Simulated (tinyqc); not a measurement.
Gap and mass from two generation rates.

Question. In the two-band model the band-to-band tunnelling rate in a uniform field is G = A F^2 exp(-B/F), with B = pi sqrt(m/C) Eg^1.5/4 (V/nm), A = 1e21 (2 q/h) m Eg/(16 pi C B) for G in cm^-3 s^-1 and F in V/nm, C = hbar^2/(2 m0). Find B, A, Eg and m.

Constants: q = 1.602176634e-19 C, hbar = 1.054571817e-34 J s, h = 6.62607015e-34 J s, m0 = 9.1093837015e-31 kg, hbar^2/(2 m0) = 0.0380998212 eV nm^2. Results are converted to the units shown.

G at F = 0.02 and 0.035 V/nm (cm^-3 s^-1): 6.7851347e19  1.0184932e25

Solution. The slope of ln(G/F^2) against 1/F is -B and the intercept gives A. The product A B fixes m Eg, and B = (pi/4) Eg sqrt(m Eg/C) then gives Eg.

B = 0.504 V/nm
A = 1.49e34 cm^-3 s^-1 (V/nm)^-2
Eg = 0.726 eV
m = 0.0410 m0

Program tinyqc, `OMP_NUM_THREADS=1 python tinyqc.py 2620052 2620053 out.jsonl`; Intel Xeon 2.30GHz, shared host, one thread, about 0.01 s.
